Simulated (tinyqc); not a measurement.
Conversion gain and read noise from the photon-transfer curve.

Question. Temporal variance = CG x mean output + vn^2 (dark signal removed), CG = q As/Cf. Find CG, vn, the read noise in electrons and Cf.

Parameters, values chosen for the exercise: source-follower gain As = 0.92.

Constants: q = 1.602176634e-19 C. Results are converted to the units shown.

temporal variance at mean outputs of 74 and 440 mV (mV^2): 9.104082104  54.06115845

Solution. Poisson statistics make the slope equal to CG; the intercept is vn^2.

CG = 123 uV/electron
vn = 120 uV
read noise = 0.977 electrons
Cf = 1.20 fF

Numbers from tinyqc (`OMP_NUM_THREADS=1 python tinyqc.py 2630047 2630048 out.jsonl`; about 0.01 s on one thread of a shared Intel Xeon 2.30GHz).
